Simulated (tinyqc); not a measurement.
Worked calculation: one-electron ion in a basis of Gaussians. One step of it, computed by the program tinyqc.

Question. Generalised eigenproblem. Solve H C = S C e through S^(-1/2); each column has its largest component positive (the first on a tie).

H = T + V (hartree):
$$\begin{pmatrix}
-0.345255 & -0.340843 \\
-0.340843 & -0.440988
\end{pmatrix}$$

S:
$$\begin{pmatrix}
1.000000 & 0.747068 \\
0.747068 & 1.000000
\end{pmatrix}$$

Give: eigenvalues of S; eigenvalues; coefficients.

Answer.

eigenvalues of S: [0.2529, 1.7471]

eigenvalues (hartree): [-0.4421, -0.1847]

coefficients:
$$\begin{pmatrix}
0.1004 & 1.5010 \\
0.9228 & -1.1881
\end{pmatrix}$$

For Z = 2 and l = 1 the exact lowest level is -Z^2/(2 n^2) with n = l + 1: -0.500000 hartree.
